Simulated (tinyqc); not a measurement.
On-chip power grid, static voltage drop by conjugate gradients: one step of the calculation.

A grid of 3 rows and 3 columns, node k = 3 row + column. Neighbours in a row are joined by Rx, in a column by Ry; pad nodes, which reach the supply through Rp: 0, 6. Each node draws I0, node 8 draws kh I0. The drops u = Vdd - V solve G u = i, with G the conductance matrix (1/Rp added on the diagonal at pad nodes).

Task. Worst drop, pad currents and power lost. Pad current u/Rp; worst drop as a share of Vdd; power lost in the grid and pads sum_k i_k u_k; power delivered sum_k i_k (Vdd - u_k).

Values chosen for this exercise:
```
symbol  value  unit                                   meaning
Vdd       0.8     V                            supply voltage
Rp      0.034   ohm  resistance from a pad node to the supply
I0        3.1    mA          load current of an ordinary node
kh          1              factor on the load at the hot node
```

converged u (mV):
```
           col 0      col 1      col 2
row 0  0.4743000  1.4483154  1.8948750
row 1  1.1793904  1.6493596  1.9652404
row 2  0.4743000  1.4483154  1.8948750
```

Find: worst drop; share of Vdd; pad currents; power lost; power delivered.

Result.

worst drop = 1.965 mV
share of Vdd = 0.2457 %
pad currents (mA): node 0 13.95, node 6 13.95
power lost = 0.03853 mW
power delivered = 22.28 mW

The pad currents add up to the total load, 27.90 mA. The worst drop is at node 5.

Program tinyqc, `OMP_NUM_THREADS=1 python tinyqc.py 2770179 2770180 out.jsonl`; Intel Xeon 2.30GHz, shared host, one thread, about 0.2 s.
